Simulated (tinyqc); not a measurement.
Film and buried-oxide thickness from two coupling ratios.

Inverse problem. In a depleted film -dVT/dVb is k1 = Cs Cbox/(Cox (Cs + Cbox)) for a front channel and k2 = Cbox (Cox + Cs)/(Cox Cs) for a back channel, with Cox = eps0 eox/tox, Cs = eps0 eps_r/ts, Cbox = 3.9 eps0/tb. Find ts and tb.

Values chosen for this exercise; band and dielectric values close to those of silicon: relative permittivity eps_r = 11.6; relative permittivity of the gate insulator (close to silicon dioxide) eox = 3.9; insulator thickness tox = 1.8 nm.

coupling ratios for a front and a back channel: 0.076906077  0.68034483

Answer. With y = Cox/Cs and z = Cox/Cbox, 1/k1 = y + z and k2 = (1 + y)/z, so y = (k2/k1 - 1)/(1 + k2); the thicknesses follow from y and z.

ts = 25.0 nm
tb = 15.0 nm

Computed by the program tinyqc: `OMP_NUM_THREADS=1 python tinyqc.py 2190025 2190026 out.jsonl`, one thread of a shared Intel Xeon 2.30GHz, about 0.3 s for the whole run.
